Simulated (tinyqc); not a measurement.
Worked calculation: overlap of hydrogenic dopants: pairs, impurity band and the Mott density. Values are carried at full precision from step to step, so a last printed digit may differ when a step is redone from the rounded ones.

Ry* = Ry m/eps^2, aB = a0 eps/m. For 1s orbitals a distance rho = R/aB apart, in Ry*: overlap S = exp(-rho)(1 + rho + rho^2/3), J = (2/rho)(1 - (1 + rho) exp(-2 rho)) (attraction to the other ion), Kx = 2 (1 + rho) exp(-rho) (exchange of one electron). One electron on a pair has E = -1 - (J +/- Kx)/(1 +/- S), without the repulsion 2/rho of the ions. Hopping after orthogonalisation: t = (Kx - S J)/(1 - S^2), half the splitting. Dopants on a lattice with z neighbours, n = (3 sqrt3/4)/R^3 (bcc), give a band of width B = 2 z t, as on any lattice of two interpenetrating sublattices. Valleys, central cells and disorder are left out.

Constants: Ry = 13.60569312 eV; a0 (Bohr radius) = 0.5291772105 angstrom; hbar = 6.58211957e-16 eV s.

Inputs chosen for the exercise (an isotropic mass and dielectric constant of the size used for donors in GaAs; shifted at random, so the results belong to these values and not to a real crystal): m = 0.068 m0 (mass); eps = 12.6 (dielectric constant); N = 0.0055 1/aB^3 (dopant density); rho = 3.6 aB (distance of a pair); u = 0.945 Ry* (cost of a second electron on one dopant); z = 8 (neighbours in the dopant lattice).

## Scales

Form Ry*, aB, and the density N in 1/cm^3 (1/angstrom^3 = 1e24/cm^3).

Ry* = 5.828 meV
aB = 98.053 angstrom
density = 5.834e+15 1/cm^3

## A pair with one electron

Form S, J, Kx, the two levels, t, and the total energy of the lower state with the repulsion, relative to a distant pair (-1).

S, J, Kx: 0.24373  0.55365  0.25138

levels (Ry*): even -1.64727, odd -1.39968

t = 0.12379 Ry*
energy of the pair against a distant one (negative: bound) = -0.09171 Ry*

In this host the pair is 35.3 nm long and its splitting 2t is 1.44 meV.

## The pair with two electrons (two-site Hubbard model)

t is the hopping between the two dopants. Singlet at (u - sqrt(u^2 + 16 t^2))/2 below the triplet at 0; estimate 4 t^2/u; weight of double occupancy (1 - u/sqrt(u^2 + 16 t^2))/2; swap time pi hbar/Jx with Jx the splitting in eV. t and u are in units of Ry*.

singlet-triplet splitting (meV): exact 0.3551, 4 t^2/u 0.3780

double occupancy = 0.0571
swap time = 5.82 ps

The estimate is 6.4 % too high at 4t/u = 0.52.

## The impurity band at this density

Form R/aB, t, B = 2 z t and N^(1/3) aB. Two estimates of the gap between the Hubbard bands: u - B (rigid bands, closing at B = u) and the Hubbard-III rule, which closes at B = (2/sqrt3) u; give B/u.

R/aB = 6.1814
t = 0.01640 Ry*

B: in Ry* 0.262, in meV 1.529

N^(1/3) aB = 0.1765
B/u = 0.278

Both rules leave a gap: an insulator at T = 0. Mott's screening rule, N^(1/3) aB = 0.26, puts this density on the insulating side.

## Checks

- Overlap S against numerical integration in elliptic coordinates: both 0.24373.

tinyqc: `OMP_NUM_THREADS=1 python tinyqc.py 1450465 1450466 out.jsonl`; about 0.01 s, one thread, shared Intel(R) Xeon(R) Processor @ 2.30GHz.
